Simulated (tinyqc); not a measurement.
Trapped share and trap depth from dynamic on-resistance.

Question. Traps remove the share ft of the electrons in the drain access (length Ld, sheet resistance Rsh before stress), so Ron grows by Rsh Ld ft/(1 - ft). The recovery time goes as T^(-2) exp(q Ea/(kB T)). Find ft and Ea.

Parameters, values chosen for the exercise: drain access length Ld = 12 um.

Constants: q = 1.602176634e-19 C, kB = 1.380649e-23 J/K. Results are converted to the units shown.

Ron before and just after an off-state stress (ohm mm): 8.4671126  13.616616
Rsh = 592.60160 ohm
recovery times at 320 and 370 K (s): 0.036  0.0017312492

Answer. The rise of Ron over Rsh Ld is ft/(1 - ft); ln(t T^2) is linear in 1/T.

ft = 0.4200
Ea = 0.5600 eV

Computed by the program tinyqc: `OMP_NUM_THREADS=1 python tinyqc.py 2570080 2570081 out.jsonl`, one thread of a shared Intel Xeon 2.30GHz, about 0.04 s for the whole run.
